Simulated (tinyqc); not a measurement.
# Floating body of a partially depleted SOI transistor: body voltage and kink: what changes with what

Source at 0 V. Channel current Ic = 2 nf K Vt^2 [F(0) - F(Vd)](1 + la Vd), F(V) = ln^2(1 + exp((Vg - VT - nf V)/(2 nf Vt))), VT = VT0 - gb Vb. Saturation voltage Vs = 2 Vt sqrt(F(0)) + 3 Vt, excess Ve = (Vd - Vs + sqrt((Vd - Vs)^2 + 0.0004 V^2))/2, multiplication M1 = Ai Ve exp(-Bl/Ve). Each junction passes D(v) = J1 (exp(v/Vt) - 1) + J2 (exp(v/(2 Vt)) - 1). Bipolar current Ib = bb J1 (exp(Vb/Vt) - 1). The body settles where M1 (Ic + Ib) = D(Vb) + D(Vb - Vd) + Vb/Rb; drain current Id = (1 + M1)(Ic + Ib) - D(Vb - Vd).

Inputs (values chosen for the exercise); values of the order met in partially depleted silicon-on-insulator transistors:
```
symbol   value         unit                                                                                            meaning
T          398            K                                                                                        temperature
VT0       0.47            V                                                                     threshold at zero body voltage
gb        0.23                                                                  fall of the threshold per volt of body voltage
nf        1.17                                                                                                    slope factor
K          110  uA/(V^2 um)                                                                              gain factor per width
la        0.08          1/V                                                                   channel-length modulation factor
Ai        3.71          1/V                                                                        impact-ionisation prefactor
Bl         7.8            V                                                                          impact-ionisation voltage
J1      5.4e-9        uA/um                                                      diffusion saturation current of each junction
J2      1.3e-7        uA/um                                                  recombination saturation current of each junction
bb           0                                                 gain of the lateral bipolar transistor on the diffusion current
Rb         1e9      kohm um  resistance of a weak body tie to the source (1e9 stands for no tie, and the term is then dropped)
Vg        1.01            V                                                                                       gate voltage
Vd           2            V                                                                                      drain voltage
```

Constants: q = 1.602176634e-19 C, kB = 1.380649e-23 J/K, Vt = kB T/q. Results are converted to the units shown.

Each table varies one quantity; the others keep the values above.

## Output curve and kink

Rows with more than one solution for Vb (latch) are left out; dId/dVd by a forward difference over 1e-4 V, swing = 1e-4 V over the change of log10 Id; M1 under 1e-12 is printed as 0.

Result of one run:
```
Vd (V)	Vb (V)	M1	Id, floating (uA/um)	Id, grounded (uA/um)	ratio	dId/dVd, floating (uS/um)	dId/dVd, grounded (uS/um)
1.32	0.3916	2.570e-5	20.64	15.16	1.361	10.48	1.118
```

What becomes of these results when the drain voltage Vd is changed from 1.32 to 1.16 V, all else the same?

Result of the changed run:
```
Vd (V)	Vb (V)	M1	Id, floating (uA/um)	Id, grounded (uA/um)	ratio	dId/dVd, floating (uS/um)	dId/dVd, grounded (uS/um)
1.16	0.2714	1.142e-6	18.65	14.99	1.244	14.99	1.099
```

The whole series:
```
Vd (V)	Vb (V)	M1	Id, floating (uA/um)	Id, grounded (uA/um)	ratio	dId/dVd, floating (uS/um)	dId/dVd, grounded (uS/um)
1.16	0.2714	1.142e-6	18.65	14.99	1.244	14.99	1.099
1.32	0.3916	2.570e-5	20.64	15.16	1.361	10.48	1.118
1.48	0.4715	2.337e-4	22.11	15.35	1.441	8.202	1.206
1.64	0.5292	0.001176	23.31	15.56	1.499	6.920	1.437
1.8	0.5728	0.004012	24.37	15.82	1.540	6.362	1.878
```

Vb rises from 0.271 to 0.573 V and the ratio of the currents rises from 1.24 to 1.54. The output conductance with a floating body exceeds the grounded value by the largest factor among the rows, 13.6, at Vd = 1.16 V, where Vb = 0.271 V and M1 = 1.14e-6.

## Transfer curve and swing

Same model as above.

Results:
```
Vg (V)	Vb (V)	M1	Id, floating (uA/um)	Id, grounded (uA/um)	ratio	swing, floating (mV/decade)	swing, grounded (mV/decade)
0.02	0.1484	0.1152	1.243e-5	5.396e-6	2.303	69.77	94.95
0.12	0.2894	0.1147	3.256e-4	6.314e-5	5.157	73.11	93.20
0.22	0.4003	0.1126	0.006685	7.380e-4	9.059	80.13	94.47
0.32	0.4899	0.1052	0.09220	0.008041	11.47	99.71	99.32
0.42	0.5512	0.09006	0.6290	0.07165	8.779	149.7	114.1
0.52	0.5863	0.07128	2.164	0.4257	5.085	234.4	150.8
0.62	0.6051	0.05383	4.877	1.533	3.182	341.8	218.0
0.82	0.6185	0.02779	13.59	7.020	1.936	580.4	419.3
```

Estimate the missing row, Vg = 0.72 V.

Computed row:
```
Vg (V)	Vb (V)	M1	Id, floating (uA/um)	Id, grounded (uA/um)	ratio	swing, floating (mV/decade)	swing, grounded (mV/decade)
0.72	0.6147	0.03932	8.709	3.714	2.344	459.5	311.3
```

With this row back in the table: Vb rises from 0.148 to 0.618 V. The smallest swing among the rows is 69.8 mV a decade with a floating body (at Vg = 0.02 V) and 93.2 with a grounded one; Vt ln 10 = 79.0. The floating swing is smaller by more than 3 % for Vg = 0.02, 0.12, 0.22 V, where the rising Vb lowers the threshold as Vg rises. In the first row the floating body raises the current by a factor of 2.30.

Range of the model: The multiplication law is an empirical form chosen for the exercise; self-heating and capacitive coupling to the body are left out, and the linear laws are rough once Vb passes about 0.7 V or M1 about 0.1.

Program tinyqc, `OMP_NUM_THREADS=1 python tinyqc.py 2182267 2182268 out.jsonl`; Intel Xeon 2.30GHz, shared host, one thread, about 0.2 s.
